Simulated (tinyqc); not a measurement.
Worked calculation: domain walls in a thin film with perpendicular anisotropy: Bloch, Neel and chiral walls, motion and stripe domains. Computed by tinyqc, a small Python program that keeps every step. Command: `OMP_NUM_THREADS=1 python tinyqc.py 3017218 3017219 out.jsonl mwall walk`. One thread of a shared host (Intel(R) Xeon(R) Processor @ 2.30GHz), about 0.01 s of CPU time with the checks. Intermediate numbers are printed to about 5 digits and carried at full precision; extremes and crossings named in words are read from the listed rows.

One-dimensional wall: polar angle theta(x), azimuth phi of the moment in the wall (phi = 0 Neel, 90 degrees Bloch). mu_0 = 1.25663706212e-6 T m/A, gamma = 1.76085963023e11 rad/(s T).

Inputs (values chosen for the exercise, for a model film):
```
quantity                      value    unit
saturation magnetisation M_s    663    kA/m
exchange stiffness A            9.8    pJ/m
uniaxial anisotropy K_u         889  kJ/m^3
DMI constant D                  1.2  mJ/m^2
thickness t                     2.5      nm
damping alpha                 0.049       -
field mu_0 H_z                   53      mT
```

Drive: magnetic field.

## Width and energy of the Bloch wall

K_eff = K_u - mu_0 M_s^2/2; Delta = sqrt(A/K_eff); sigma_0 = 4 sqrt(A K_eff); profile theta = 2 arctan exp(x/Delta); quality factor Q = 2 K_u/(mu_0 M_s^2).

K_eff = 612.81 kJ/m^3

width parameter Delta = 3.9990 nm

sigma_0 = 9.8025 mJ/m^2

quality factor Q = 3.2188

## Bloch or Neel

sigma(phi) = sigma_0 + 2 Delta K_D cos^2(phi) - pi D cos(phi), with the wall shape anisotropy K_D = N_x mu_0 M_s^2/2, N_x = t ln 2/(pi Delta). The minimum has cos(phi) = D/D_N for D < D_N = 4 Delta K_D/pi and phi = 0 beyond; sigma turns negative at D_c = (sigma_0 + 2 Delta K_D)/pi.

K_D = 38.095 kJ/m^3

D_N = 0.19397 mJ/m^2

azimuth phi = 0 degrees

wall energy sigma = 6.3373 mJ/m^2

D_c = 3.2172 mJ/m^2

A pure chiral Neel wall. D is 0.37 of D_c. Caution: the formula for N_x assumes a film much thinner than the wall width.

## Walker breakdown

Field drive: steady motion v = gamma Delta B/alpha needs B = (alpha/2) [2 B_D sin(phi) - B_K sin(2 phi)] in size, B_K = 2 K_D/M_s, B_D = pi D/(2 M_s Delta), with phi moving from its rest value; the Walker field B_W is the largest value of |B_D sin(phi) - (B_K/2) sin(2 phi)| times alpha, reached at cos(phi) = [d - sqrt(d^2 + 8)]/4, d = B_D/B_K. Far above B_W/alpha, v = gamma Delta B alpha/(1 + alpha^2); this is used for all B above B_W.

B_K = 114.92 mT

B_D = 710.95 mT

Walker field B_W = 35.278 mT

velocity at B_W = 506.97 m/s

velocity at B = 1.8243 m/s

B is above B_W: the wall moment precesses, and the far-field formula is used. Without D, B_W would be alpha B_K/2 = 2.82 mT, so D raises it 12.5 times. Caution: below about 3 B_W/alpha the mean velocity lies above the far-field formula, by a factor of roughly 1 + (B_W/(alpha B))^2/2.

## Stripe domains

Dipolar length l = sigma/(mu_0 M_s^2); for t much smaller than the period the domain width is w = 0.955 t exp(pi l/t) (Kaplan and Gehring), given as log10 of w in nm.

dipolar length l = 11.473 nm

log10 of the domain width in nm = 6.6392

Domains would exceed a millimetre: any device is a single domain in equilibrium.

## Raising D

The formulas are those given above.

Wall against D; the last column is the Kaplan-Gehring width, log10[0.955 t exp(pi sigma/(mu_0 M_s^2 t))/nm], with a dash where it falls below 10 Delta and the formula fails:
```
D (mJ/m^2)  phi (degrees)  sigma (mJ/m^2)  sigma/sigma_0  log10 domain width
0.039              78.401          9.7902        0.99874              10.051
0.097              59.995          9.7263        0.99223               9.988
0.160              34.424          9.5952        0.97885               9.858
0.640               0.000          8.0966        0.82597               8.377
1.300               0.000          6.0231        0.61445               6.329
1.900               0.000          4.1381        0.42215               4.466
2.600               0.000          1.9390        0.19781               2.294
2.900               0.000          0.9966        0.10166                   -
```

D_N is 6 % of D_c, so a small D fixes the chirality long before it lowers the energy much. Beyond D_N sigma falls by pi per unit of D, and the domain width, which has sigma in an exponent, drops by 7.8 decades over the valid rows (values above 6 mean a single domain in any device).

Checks made by the program: sigma_0 against the integral over the profile (relative difference below 1e-10); B_W against a scan of phi (relative difference below 1e-10).
